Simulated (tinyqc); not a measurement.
Valence-band offset from core levels (Kraut method), with the dipole against the affinity rule: two steps of the calculation.

Binding energies are counted downwards from the Fermi level. dEv > 0 means that the valence edge of B lies below that of A, dEc > 0 that the conduction edge of B lies above that of A; dEc + dEv = EgB - EgA. The spectra are made-up values treated as data.

Parameters, values chosen for the exercise; gaps and affinities close to those of silicon (A) and titanium oxide (B): electron affinity of A chiA = 4.05 eV; electron affinity of B chiB = 3.97 eV; relative permittivity inside the dipole layer ei = 8.4; thickness of the dipole layer dd = 0.15 nm; background counts in the gap bg = 53.

Constants: q = 1.602176634e-19 C, eps0 = 8.8541878128e-14 F/cm where lengths are in cm. Results are converted to the units shown.

Task 1. Valence-band maximum of bare A. Fit a straight line to the leading edge by least squares; the maximum vA lies where it meets the background.

```
point  binding energy (eV)  counts on the leading edge
0                     0.56                         113
1                     0.68                         146
2                      0.8                         177
3                     0.92                         205
4                     1.04                         232
5                     1.16                         263
```

Wanted: slope; intercept; vA.

Result 1.

slope = 246.7 counts/eV
intercept = -22.80 counts
vA = 0.3073 eV

Task 2. Interface dipole. The affinity rule gives dEc(0) = chiA - chiB; the dipole step is D = dEc - dEc(0), and two sheets of opposite charge dd apart hold N = eps0 ei |D|/(q dd).

dEc = 0.58729730 eV

Find: dEc(0); D; N; field in the dipole layer.

Result 2.

dEc(0) = 0.080000 eV
D = 0.50730 eV
N = 1.5700e14 cm^-2
field in the dipole layer = 33.820 MV/cm

N is 0.22 elementary charges for each of about 7e14 surface atoms per cm^2.

Program tinyqc, `OMP_NUM_THREADS=1 python tinyqc.py 2410104 2410105 out.jsonl`; Intel Xeon 2.30GHz, shared host, one thread, about 0.01 s.
